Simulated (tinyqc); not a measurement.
Equilibrium and kinetic segregation of a solute to boundaries and growing surfaces. Changing the temperature T. Computed by tinyqc, a small Python program. Command: `OMP_NUM_THREADS=1 python tinyqc.py 3003029 3003030 out.jsonl segreg sweep`. One thread of a shared host (Intel(R) Xeon(R) Processor @ 2.30GHz), about 0.01 s of CPU time with the checks.

Inputs (values chosen for the exercise, modelled on a solute in a copper line): segregation energy Q = 0.505 eV; total solute fraction x0 = 0.00021; grain size d = 17 nm; boundary thickness delta = 0.57 nm; atomic volume Omega = 11.81 angstrom^3; clean boundary energy gamma_0 = 0.45 J/m^2.

Isotherm: Langmuir-McLean.

Constants: k_B = 8.617333262e-05 eV/K; 1 eV/angstrom^2 = 16.02176634 J/m^2.

Method:
- With theta the solute fraction on boundary sites and x that in the grains, theta/(1 - theta) = [x/(1 - x)] exp[Q/(k_B T)].
- The coverage theta_inf is that for x = x0.
- Finite grains: boundary sites are the fraction f = 3 delta/d, and x0 = (1 - f) x + f theta; solve both equations for theta; share at boundaries = f theta/x0.
- Gibbs adsorption for this isotherm in a dilute matrix: gamma = gamma_0 + Gam_0 [k_B T ln(1 - theta)], Gam_0 = delta/Omega sites per area.

One run for each value; columns: (1) temperature T (K); (2) coverage theta; (3) fraction x left in the grains; (4) share of solute at boundaries (%); (5) coverage theta_inf; (6) boundary energy gamma (J/m^2):
```
(1)         (2)         (3)     (4)      (5)      (6)
600   0.0020866  1.1982e-07  99.949  0.78566  0.44916
678   0.0020844  3.6819e-07  99.842  0.54371  0.44906
756   0.0020797  8.9616e-07  99.616  0.32816  0.44895
833   0.0020714  1.8274e-06  99.217  0.19263  0.44885
911   0.0020581  3.3161e-06  98.580  0.11554  0.44875
989   0.0020389  5.4562e-06  97.663  0.07292  0.44865
1070  0.0020123  8.4330e-06  96.388  0.04782  0.44856
1140  0.0019837  1.1636e-05  95.017  0.03464  0.44849
1220  0.0019448  1.5980e-05  93.156  0.02497  0.44842
1300  0.0019001  2.0981e-05  91.014  0.01870  0.44835
```

What does the table show, and why?

Over the rows, coverage theta falls from 0.00209 to 0.00190 (exponent d ln y / d ln x -0.0087 between the first rows and -0.37 between the last); fraction x left in the grains rises from 1.20e-7 to 2.10e-5 (exponent d ln y / d ln x 9.2 between the first rows and 4.3 between the last); share of solute at boundaries (%) falls from 99.9 to 91.0 (exponent d ln y / d ln x -0.0087 between the first rows and -0.37 between the last). -k_B d ln(x)/d(1/T) between the first rows is 0.50 eV against Q = 0.505 eV: the boundaries give solute back to the grains on heating.
